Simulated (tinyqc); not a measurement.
# Read current of a NAND string, cells in series solved by shooting, step by step

Computed by the program tinyqc: `OMP_NUM_THREADS=1 python tinyqc.py 2142244 2142245 out.jsonl`, one thread of a shared Intel Xeon 2.30GHz, about 0.4 s for the whole run. Printed values are rounded.

Cells in series, numbered from 0 at the source line (0 V) to the bit line, each followed by a gap resistance Rg. A cell with gate Vg, threshold VT, source Vs and drain Vd passes I = 2 nf K Vt^2 [F(Vs) - F(Vd)]/(1 + th max(Vg - VT, 0)), F(V) = ln^2(1 + exp((Vg - VT - nf V)/(2 nf Vt))). The selected cell has Vg = Vr, the others Vg = Vp.

Parameters, values chosen for the exercise; values of the order met in vertical NAND strings:

| symbol | value | unit | meaning |
|---|---|---|---|
| T | 300 | K | temperature |
| K | 4.7 | uA/V^2 | gain factor of a cell |
| nf | 1.3 |  | slope factor |
| th | 0.03 | 1/V | mobility reduction factor |
| Rg | 2 | kohm | resistance of the gap between cells |
| Vbl | 0.5 | V | bit-line voltage |
| Vp | 7.3 | V | pass voltage |
| Vr | 3.01 | V | read voltage on the selected word line |

Constants: q = 1.602176634e-19 C, kB = 1.380649e-23 J/K, Vt = kB T/q. Results are converted to the units shown.

## Step 1: node voltages for a trial current

first trial current = 0.74 uA
thresholds from the source end, cell 0 to 3 (V): -2.4  3.7  2  -2.4

For a trial current I start at 0 V and, cell by cell (the selected one is cell 2), solve for the drain: sqrt(F(Vd)) = sqrt(F(Vs) - I/k), k = 2 nf K Vt^2/(1 + th max(Vg - VT, 0)), Vd = [Vg - VT - 2 nf Vt ln(exp(sqrt F) - 1)]/nf, then add I Rg.

node voltage after each cell and gap, trial 1, cell 0 to 3 (V): 0.02246454  0.07324187  0.2828241  0.3061179

## Step 2: node voltages for a trial current

second trial current = 0.95 uA

As before.

node voltage after each cell and gap, trial 2, cell 0 to 3 (V): 0.02885040  0.09435386  0.3973938  0.4277662

## Course of the secant iteration

Secant steps on the end voltage less Vbl, from the two trials; a trial above the saturation current of a cell has no solution and is moved halfway to the previous trial. Stop below 1e-9 V.

Course of the iteration:
```
iteration	I (uA)	end voltage - Vbl (V)	halvings
1	1.074696	0.0201	0
2	1.047580	-2.09e-3	0
3	1.050135	-6.14e-5	0
4	1.050213	1.87e-7	0
5	1.050213	-1.67e-11	0
```

Converged in 5 iterations to I = 1.0502 uA. The selected cell takes 71.9 % of the bit-line voltage and the gaps together 1.68 %.
